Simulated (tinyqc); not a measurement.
Worked calculation: plane-wave Kohn-Sham cycle with exchange-only LDA in a layered model solid. Computed by tinyqc, a small Python program that keeps every step. Settings: points = 16, plane-wave index or count = 2, electrons = 4, k points = 1, area = 30.0, mixing = 0.1, iteration cap = 60. Command: `OMP_NUM_THREADS=1 python tinyqc.py 31293 31294 out.jsonl` (the two numbers bound the seeds that draw the settings). One thread of a shared host (Intel(R) Xeon(R) Processor @ 2.60GHz), about 0.01 s of CPU time with the checks. Later iterations appear only in the table of the cycle.

## Iteration 1: potential

A solid whose potential varies along x alone (atomic units):
```
parameter                      value
period a                    4.400000
cross-section of the cell  30.000000
electrons per cell                 4
grid points                       16
plane waves -n..n, n               2
k points                           1
V1 in V1 cos(2 pi x/a)     -0.170000
```

density at the start, on the grid x_j = j a/N (e/bohr^3): [0.0303030, 0.0303030, 0.0303030, 0.0303030, 0.0303030, 0.0303030, 0.0303030, 0.0303030, 0.0303030, 0.0303030, 0.0303030, 0.0303030, 0.0303030, 0.0303030, 0.0303030, 0.0303030]

V_H(G) = 4 pi rho(G)/G^2 for G != 0 (uniform background); v_x = -(3 rho/pi)^(1/3); V = V_ext + V_H + v_x; Fourier components f(G_m) = (1/N) sum_j f(x_j) exp(-i G_m x_j).

Potentials on the grid (hartree):
```
x           V_ext      V_H       v_x         V
0.00000  -0.17000  0.00000  -0.30701  -0.47701
0.27500  -0.15706  0.00000  -0.30701  -0.46407
0.55000  -0.12021  0.00000  -0.30701  -0.42722
0.82500  -0.06506  0.00000  -0.30701  -0.37207
1.10000         0  0.00000  -0.30701  -0.30701
1.37500   0.06506  0.00000  -0.30701  -0.24195
1.65000   0.12021  0.00000  -0.30701  -0.18680
1.92500   0.15706  0.00000  -0.30701  -0.14995
2.20000   0.17000  0.00000  -0.30701  -0.13701
2.47500   0.15706  0.00000  -0.30701  -0.14995
2.75000   0.12021  0.00000  -0.30701  -0.18680
3.02500   0.06506  0.00000  -0.30701  -0.24195
3.30000         0  0.00000  -0.30701  -0.30701
3.57500  -0.06506  0.00000  -0.30701  -0.37207
3.85000  -0.12021  0.00000  -0.30701  -0.42722
4.12500  -0.15706  0.00000  -0.30701  -0.46407
```

V(G_m), m = 0, 1, 2, ... (hartree): [-0.30701, -0.08500, 0.00000, 0.00000, 0.00000]

## Iteration 1: Hamiltonian at one k

k = 0.00000 2 pi / a

H(m,m') = (k + G_m)^2/2 delta + V(G_m - G_m'), with V(-G) = V(G).

H (hartree), order -2, -1, +0, +1, +2:
```
[[3.77134, -0.08500, 0.00000, 0.00000, 0.00000],
 [-0.08500, 0.71258, -0.08500, 0.00000, 0.00000],
 [0.00000, -0.08500, -0.30701, -0.08500, 0.00000],
 [0.00000, 0.00000, -0.08500, 0.71258, -0.08500],
 [0.00000, 0.00000, 0.00000, -0.08500, 3.77134]]
```

## Iteration 1: levels at that k

Diagonalise the Hermitian matrix.

eigenvalues (hartree): [-0.32101, 0.71022, 0.72422, 3.77370, 3.77370]

## Iteration 1: new density

Motion across x is left out: the lowest 2 band(s) hold two electrons at each of the k points (j + 1/2)/nk - 1/2. Residual R = rho(out) - rho(in); rho(new) = rho(in) + 0.1 R. rho(out) = 2/(a A nk) sum |psi|^2 with psi = sum c exp(i G x). Harris energy E = band energy - dV sum rho (V_H/2 + v_x) + (3/4) dV sum rho v_x with rho(in), dV = a A/N, band energy = (2/nk) sum of the filled levels.

rho(out) (e/bohr^3): [0.0203994, 0.0248302, 0.0349867, 0.0437717, 0.0451261, 0.0378137, 0.0256425, 0.0147965, 0.0105142, 0.0147965, 0.0256425, 0.0378137, 0.0451261, 0.0437717, 0.0349867, 0.0248302]

density after iteration 1 (e/bohr^3): [0.0293127, 0.0297557, 0.0307714, 0.0316499, 0.0317853, 0.0310541, 0.0298370, 0.0287524, 0.0283241, 0.0287524, 0.0298370, 0.0310541, 0.0317853, 0.0316499, 0.0307714, 0.0297557]

energy per cell = 1.0854155 hartree

## Iteration 2: potential

As before.

Potentials on the grid (hartree):
```
x           V_ext       V_H       v_x         V
0.00000  -0.17000   0.00122  -0.30363  -0.47241
0.27500  -0.15706   0.00165  -0.30515  -0.46056
0.55000  -0.12021   0.00256  -0.30858  -0.42623
0.82500  -0.06506   0.00303  -0.31149  -0.37352
1.10000         0   0.00229  -0.31194  -0.30965
1.37500   0.06506   0.00020  -0.30953  -0.24427
1.65000   0.12021  -0.00256  -0.30543  -0.18778
1.92500   0.15706  -0.00488  -0.30168  -0.14950
2.20000   0.17000  -0.00579  -0.30018  -0.13596
2.47500   0.15706  -0.00488  -0.30168  -0.14950
2.75000   0.12021  -0.00256  -0.30543  -0.18778
3.02500   0.06506   0.00020  -0.30953  -0.24427
3.30000         0   0.00229  -0.31194  -0.30965
3.57500  -0.06506   0.00303  -0.31149  -0.37352
3.85000  -0.12021   0.00256  -0.30858  -0.42623
4.12500  -0.15706   0.00165  -0.30515  -0.46056
```

V(G_m), m = 0, 1, 2, ... (hartree): [-0.30696, -0.08421, 0.00137, 0.00010, 0.00002]

## Iteration 2: Hamiltonian at one k

k = 0.00000 2 pi / a

As before.

H (hartree), order -2, -1, +0, +1, +2:
```
[[3.77139, -0.08421, 0.00137, 0.00010, 0.00002],
 [-0.08421, 0.71262, -0.08421, 0.00137, 0.00010],
 [0.00137, -0.08421, -0.30696, -0.08421, 0.00137],
 [0.00010, 0.00137, -0.08421, 0.71262, -0.08421],
 [0.00002, 0.00010, 0.00137, -0.08421, 3.77139]]
```

## Iteration 2: levels at that k

As before.

eigenvalues (hartree): [-0.32068, 0.70894, 0.72539, 3.77369, 3.77373]

## Iteration 2: new density

As before.

rho(out) (e/bohr^3): [0.0203180, 0.0247577, 0.0349401, 0.0437624, 0.0451528, 0.0378605, 0.0256888, 0.0148315, 0.0105429, 0.0148315, 0.0256888, 0.0378605, 0.0451528, 0.0437624, 0.0349401, 0.0247577]

density after iteration 2 (e/bohr^3): [0.0284132, 0.0292559, 0.0311883, 0.0328612, 0.0331221, 0.0317347, 0.0294222, 0.0273603, 0.0265460, 0.0273603, 0.0294222, 0.0317347, 0.0331221, 0.0328612, 0.0311883, 0.0292559]

energy per cell = 1.0834321 hartree

## Convergence

Stop when sqrt(dV sum R^2) is below 1e-8, dV = a A/N.

Course of the cycle:
```
iteration  E (hartree)  norm of the residual
1            1.0854155              1.30e-01
2            1.0834321              1.17e-01
3            1.0817773              1.05e-01
4            1.0803931              9.45e-02
5            1.0792338              8.51e-02
6            1.0782625              7.66e-02
7            1.0774489              6.90e-02
8            1.0767679              6.21e-02
9            1.0761985              5.59e-02
10           1.0757230              5.04e-02
11           1.0753265              4.54e-02
...                ...                   ...
50           1.0734203              7.87e-04
51           1.0734202              7.09e-04
52           1.0734200              6.39e-04
53           1.0734200              5.76e-04
54           1.0734199              5.20e-04
55           1.0734198              4.69e-04
56           1.0734198              4.22e-04
57           1.0734197              3.81e-04
58           1.0734197              3.43e-04
59           1.0734197              3.09e-04
60           1.0734197              2.79e-04
```

Not converged within 60 iterations: the residual falls steadily but slowly, by a factor of about 0.90 a step. Reruns (cap 100 unless said): mixing 0.5, Kerker q0 1.0: converged in 36 (E = 1.07342); mixing 0.3, Pulay depth 5: converged in 8 (E = 1.07342); the original settings with a cap of 400: converged in 159 (E = 1.07342).
